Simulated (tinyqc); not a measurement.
Surface Green function of a square-lattice strip three rows wide, Sancho-Rubio decimation: two steps of the calculation.

A semi-infinite lead of cells 0, 1, 2, ... with H0 inside a cell and H1 = <cell i|H|cell i + 1>. A cell is one column of three sites. z = E + i eta.

Inputs (values chosen for the exercise):
- E = -1.77 eV (energy)
- eta = 0.0001 eV (broadening)

Problem 1. Decimation. Start with e_s = e = H0, a = H1, b = H1^dagger. Each round: g = (z - e)^(-1); e_s <- e_s + a g b; e <- e + a g b + b g a; a <- a g a; b <- b g b (all with the old a, b). Round k joins cells 2^k apart.

e_s after round 1 (eV):
```
                       1                      2                      3
1  -0.8606354-0.0001357i  -0.1324457-0.0000609i   1.5020146+0.0000056i
2  -0.1324457-0.0000609i   0.6480318-0.0001271i  -1.3738368-0.0000655i
3   1.5020146+0.0000056i  -1.3738368-0.0000655i   0.2124658-0.0000818i
```

e after round 1 (eV):
```
                       1                      2                      3
1  -1.1412708-0.0002714i   1.9251086-0.0001219i   3.0040293+0.0000112i
2   1.9251086-0.0001219i   1.7660636-0.0002541i  -0.5576736-0.0001311i
3   3.0040293+0.0000112i  -0.5576736-0.0001311i  -0.8050684-0.0001635i
```

a after round 1 (eV):
```
                       1                     2                      3
1  -0.2806354-0.0001357i  2.0575543-0.0000609i   1.5020146+0.0000056i
2   2.0575543-0.0000609i  1.1180318-0.0001271i   0.8161632-0.0000655i
3   1.5020146+0.0000056i  0.8161632-0.0000655i  -1.0175342-0.0000818i
```

b after round 1 (eV):
```
                       1                     2                      3
1  -0.2806354-0.0001357i  2.0575543-0.0000609i   1.5020146+0.0000056i
2   2.0575543-0.0000609i  1.1180318-0.0001271i   0.8161632-0.0000655i
3   1.5020146+0.0000056i  0.8161632-0.0000655i  -1.0175342-0.0000818i
```

Wanted: g; e_s after round 2; e after round 2; a after round 2; b after round 2.

Solution 1.

g (1/eV):
```
                 1                2                3
1   0.0776+0.0000i  -0.0884+0.0000i  -0.2925+0.0000i
2  -0.0884+0.0000i  -0.2105+0.0000i   0.1534+0.0000i
3  -0.2925+0.0000i   0.1534+0.0000i  -0.0371+0.0000i
```

e_s after round 2 (eV):
```
               1              2              3
1  -0.533+0.000i  -1.375+0.000i   0.043+0.000i
2  -1.375+0.000i  -0.420+0.000i  -1.411+0.000i
3   0.043+0.000i  -1.411+0.000i   0.631+0.000i
```

e after round 2 (eV):
```
                 1                2                3
1  -0.4853-0.0003i  -0.5601+0.0000i   0.0863+0.0001i
2  -0.5601+0.0000i  -0.3708-0.0002i  -0.6314-0.0001i
3   0.0863+0.0001i  -0.6314-0.0001i   0.0330-0.0002i
```

a after round 2 (eV):
```
               1              2              3
1   0.328+0.000i  -1.243+0.000i  -1.459+0.000i
2  -1.243+0.000i  -1.068+0.000i  -0.037+0.000i
3  -1.459+0.000i  -0.037+0.000i   0.419+0.000i
```

b after round 2 (eV):
```
               1              2              3
1   0.328+0.000i  -1.243+0.000i  -1.459+0.000i
2  -1.243+0.000i  -1.068+0.000i  -0.037+0.000i
3  -1.459+0.000i  -0.037+0.000i   0.419+0.000i
```

Problem 2. Self-energy, Dyson check and densities of states. Sigma = H1 g_s H1^dagger is what the lead adds to one more cell, and (z - H0 - Sigma)^(-1) must give g_s back. Densities of states: -Im of the diagonals over pi.

H0 (eV):
```
       1      2      3
1  -0.58  -2.19      0
2  -2.19  -0.47  -2.19
3      0  -2.19   1.23
```

H1 (eV):
```
      1     2     3
1  -2.2     0     0
2     0  -2.2     0
3     0     0  -2.2
```

converged surface Green function g_s (1/eV):
```
                         1                        2                        3
1  -0.09138190-0.35849373i   0.17159228-0.10109803i   0.06034481+0.09587405i
2   0.17159228-0.10109803i  -0.03965589-0.25754169i   0.12171826-0.18033640i
3   0.06034481+0.09587405i   0.12171826-0.18033640i  -0.19448519-0.21342858i
```

converged bulk Green function (1/eV):
```
                         1                        2                        3
1  -0.05582874-0.21798798i   0.09669383-0.05197534i  -0.10678218+0.06688238i
2   0.09669383-0.05197534i  -0.16746768-0.14849496i   0.18494759-0.10725256i
3  -0.10678218+0.06688238i   0.18494759-0.10725256i  -0.20425213-0.13212193i
```

Give: Sigma; (z - H0 - Sigma)^(-1); surface density of states; bulk density of states.

Solution 2.

Sigma (eV):
```
                 1                2                3
1  -0.4423-1.7351i   0.8305-0.4893i   0.2921+0.4640i
2   0.8305-0.4893i  -0.1919-1.2465i   0.5891-0.8728i
3   0.2921+0.4640i   0.5891-0.8728i  -0.9413-1.0330i
```

(z - H0 - Sigma)^(-1) (1/eV):
```
                   1                  2                  3
1  -0.09138-0.35849i   0.17159-0.10110i   0.06034+0.09587i
2   0.17159-0.10110i  -0.03966-0.25754i   0.12172-0.18034i
3   0.06034+0.09587i   0.12172-0.18034i  -0.19449-0.21343i
```

```
orbital  surface density of states (1/eV)  bulk density of states (1/eV)
1                                 0.11411                       0.069388
2                                 0.08198                       0.047267
3                                 0.06794                       0.042056
```

Program tinyqc, `OMP_NUM_THREADS=1 python tinyqc.py 2680013 2680014 out.jsonl`; Intel Xeon 2.30GHz, shared host, one thread, about 0.07 s.
